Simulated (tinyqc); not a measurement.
Propagation of a band-gap error through k.p and effective-mass formulas: one step. A scissor shift and what it does not mend. Four cases, with inputs chosen for the exercise.

Problem. A rigid shift D = Eg - Eg2 of the conduction band restores the gap but leaves the curvature, so the mass stays me(Eg2); redoing the sum 1/m = 1 + Ep (E + 2 Dso/3)/(E (E + Dso)) with E = Eg and the same Ep gives another mass. For optics, eps2 at the edge goes as |p|^2/E^2: a rigid shift keeps the dipole elements p/E, while shifting the energies under unchanged p scales eps2 by (Eg2/Eg)^2.

Case 1.

Values chosen (reference values near those of GaSb, gap at low temperature; the results hold for these values, not for the real material): Eg = 0.796 eV (gap at Gamma to the s-like level); Eg2 = 0.74 eV (a wrong gap, of the size a hybrid functional can give); Dso = 0.748 eV (spin-orbit splitting); Ep = 26.6 eV (Kane energy).

Case 2.

Values chosen (reference values near those of GaSb, gap at low temperature; the results hold for these values, not for the real material): Eg = 0.811 eV (gap at Gamma to the s-like level); Eg2 = 0.324 eV (a wrong gap); Dso = 0.759 eV (spin-orbit splitting); Ep = 27.5 eV (Kane energy).

Case 3.

Values chosen (reference values near those of InP, gap at low temperature; the results hold for these values, not for the real material): Eg = 1.399 eV (gap at Gamma to the s-like level); Eg2 = 3.344 eV (a wrong gap, of the size a hybrid with far too much exact exchange can give); Dso = 0.106 eV (spin-orbit splitting); Ep = 20.4 eV (Kane energy).

Case 4.

Values chosen (reference values near those of InAs, gap at low temperature; the results hold for these values, not for the real material): Eg = 0.409 eV (gap at Gamma to the s-like level); Eg2 = 0.147 eV (a wrong gap); Dso = 0.387 eV (spin-orbit splitting); Ep = 21.6 eV (Kane energy).

Give: shift D; mass under a rigid shift; mass from the sum with the corrected gap; factor on eps2 if p is left unscaled.

Solution.

Case 1.

shift D = 0.056 eV
mass under a rigid shift = 0.0323 m0
mass from the sum with the corrected gap = 0.0345 m0
factor on eps2 if p is left unscaled = 0.864

The rigid shift leaves the mass off by a factor of 0.94. The mass from the corrected gap is the reference me(Eg) here, because the exercise keeps Ep fixed; a real correction of the gap depends on k and changes Ep as well.

Case 2.

shift D = 0.487 eV
mass under a rigid shift = 0.0151 m0
mass from the sum with the corrected gap = 0.0340 m0
factor on eps2 if p is left unscaled = 0.160

The rigid shift leaves the mass off by a factor of 0.45. The mass from the corrected gap is the reference me(Eg) here, because the exercise keeps Ep fixed; a real correction of the gap depends on k and changes Ep as well.

Case 3.

shift D = -1.945 eV
mass under a rigid shift = 0.1421 m0
mass from the sum with the corrected gap = 0.0656 m0
factor on eps2 if p is left unscaled = 5.713

The rigid shift leaves the mass off by a factor of 2.17. The mass from the corrected gap is the reference me(Eg) here, because the exercise keeps Ep fixed; a real correction of the gap depends on k and changes Ep as well.

Case 4.

shift D = 0.262 eV
mass under a rigid shift = 0.0089 m0
mass from the sum with the corrected gap = 0.0221 m0
factor on eps2 if p is left unscaled = 0.129

The rigid shift leaves the mass off by a factor of 0.40. The mass from the corrected gap is the reference me(Eg) here, because the exercise keeps Ep fixed; a real correction of the gap depends on k and changes Ep as well.

Computed by tinyqc, one run a case: `OMP_NUM_THREADS=1 python tinyqc.py N N+1 out.jsonl` with N = 1880138, 1880172, 1880232, 1880290; one thread of a shared Intel(R) Xeon(R) Processor @ 2.30GHz, about 0.01 s a run at most.
